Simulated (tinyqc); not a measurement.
Band edges of strained Si(1-x)Ge(x) on relaxed Si(1-y)Ge(y), step by step. Values are carried at full precision from step to step, so a last printed digit may differ when a step is redone from the rounded ones.

Values are linear in the Ge fraction but for ED(x) = linear - CD x (1 - x) and a(x) = linear - Ca x (1 - x). Energies are on the common scale of Ev.

Values chosen for the exercise (end members near Si and Ge, in this order; not measured data):
```
symbol  value           unit      meaning
a       (5.429, 5.652)  angstrom  lattice constant
Dso     (0.044, 0.294)  eV        spin-orbit splitting
av      (2.44, 1.25)    eV        valence hydrostatic potential
b       (-2.08, -2.56)  eV        tetragonal shear potential
d       (-4.85, -5.23)  eV        trigonal shear potential
C11     (165.5, 129.3)  GPa
C12     (63.6, 47.8)    GPa
C44     (79.1, 66.7)    GPa
Ev      (0, 0.67)       eV        top of the unstrained valence band
ED      (1.145, 0.931)  eV        gap to the Delta valleys
EL      (2.018, 0.752)  eV        gap to the L valleys
aD      (1.89, 1.3)     eV        hydrostatic potential of the Delta gap
aL      (-3.06, -2.54)  eV        hydrostatic potential of the L gap
XuD     (9.31, 9.08)    eV        uniaxial potential, Delta
XuL     (16.4, 14.62)   eV        uniaxial potential, L
CD      0.206           eV        bowing of the Delta gap
Ca      0.027           angstrom  bowing of the lattice constant
x       0.46                      Ge fraction of the layer
y       0                         Ge fraction of the relaxed buffer
face    111                       growth face
```

## Values of the layer and the buffer

Interpolate at x and at y.

Interpolated values (a in angstrom, C11, C12, C44 in GPa, all else in eV):
```
symbol     layer    buffer
a         5.5249    5.4290
Dso       0.1590    0.0440
av        1.8926    2.4400
b        -2.3008   -2.0800
d        -5.0248   -4.8500
C11     148.8480  165.5000
C12      56.3320   63.6000
C44      73.3960   79.1000
Ev        0.3082    0.0000
ED        0.9954    1.1450
EL        1.4356    2.0180
aD        1.6186    1.8900
aL       -2.8208   -3.0600
XuD       9.2042    9.3100
XuL      15.5812   16.4000
```

## Strain of the layer on a (111) buffer

Coherent growth on a (111) face: e_par = (a(y) - a(x))/a(x), e_perp = -(2 C11 + 4 C12 - 4 C44)/(C11 + 2 C12 + 4 C44) e_par; exx = eyy = ezz = (2 e_par + e_perp)/3 and exy = eyz = ezx = (e_perp - e_par)/3.

Use the elastic constants of the layer.

e_par = -0.017353
e_perp = 0.007173

strain tensor in the cubic axes:
```
           x          y          z
x  -0.009178   0.008175   0.008175
y   0.008175  -0.009178   0.008175
z   0.008175   0.008175  -0.009178
```

The layer is under compression in the plane; its volume changes by -2.753 %.

## Conduction valleys of the layer

A valley with unit axis u lies at Ev + gap + (av + a_valley) tr(e) + Xu (u.e.u - tr(e)/3); the Delta axes are x, y, z and the L axes [111], [1-1-1], [-11-1], [-1-11]. The second-order shift of the Delta valleys under shear is left out; it lowers the pair normal to the sheared plane by tens of meV at a shear of 1 %.

Give the hydrostatic shifts, the uniaxial shifts and the edges.

hydrostatic shifts of Delta and L (eV): -0.0967  0.0256

uniaxial shifts (eV): Delta x 0.0000, Delta y 0.0000, Delta z 0.0000, L [111] 0.2548, L [1-1-1] -0.0849, L [-11-1] -0.0849, L [-1-11] -0.0849

valley edges (eV): Delta x 1.2069, Delta y 1.2069, Delta z 1.2069, L [111] 2.0242, L [1-1-1] 1.6845, L [-11-1] 1.6845, L [-1-11] 1.6845

The lowest set is Delta6 (the digit counts whole valleys) at 1.2069 eV; the Delta valleys spread over 0 meV and the L valleys over 340 meV.

## Valence edges of the layer

Valence edges: Ev plus the levels of the 6 x 6 matrix of X, Y, Z times spin with -Dso/3 + l exx + m (eyy + ezz) on the diagonal (cyclic), n exy off it, l = av + 2 b, m = av - b, n = sqrt(3) d. Spin-orbit term (Dso/3) L.sigma on X, Y, Z with (L_k)_ij = -i epsilon_kij: <X+|H|Y+> = -i Dso/3, <X+|H|Z-> = Dso/3, <Y+|H|Z-> = -i Dso/3, <Z+|H|X-> = -Dso/3, <Z+|H|Y-> = i Dso/3, <X-|H|Y-> = i Dso/3, and their conjugates; + and - are the spin along z.

Give the strain block and the three twofold edges.

strain block (eV), lower triangle:
```
         X        Y        Z
X  -0.0521
Y  -0.0712  -0.0521
Z  -0.0712  -0.0712  -0.0521
```

edges from the top (eV): 0.3272  0.2508  0.0312

The top two edges are split by 76 meV.

## Gap and offsets against the buffer

Buffer: Ev(y) and Ec = Ev(y) + min(ED, EL). dEc = Ec(buffer) - Ec(layer), dEv = Ev(layer) - Ev(buffer); positive values confine the carrier in the layer; type I if both have one sign.

gap of the strained layer = 0.8797 eV
gap of the buffer = 1.1450 eV
dEc = -0.0619 eV
dEv = 0.3272 eV

Type II: electrons collect in the buffer (62 meV) and holes in the layer (327 meV). The relaxed layer would have a gap of 0.995 eV, so strain has moved it by -116 meV.

## Checks

- Mean of the three Delta edges against the hydrostatic shift alone (eV): both 1.20691.

(tinyqc, `OMP_NUM_THREADS=1 python tinyqc.py 1050315 1050316 out.jsonl`, Intel(R) Xeon(R) Processor @ 2.30GHz, 1 thread, shared host, about 0.01 s.)
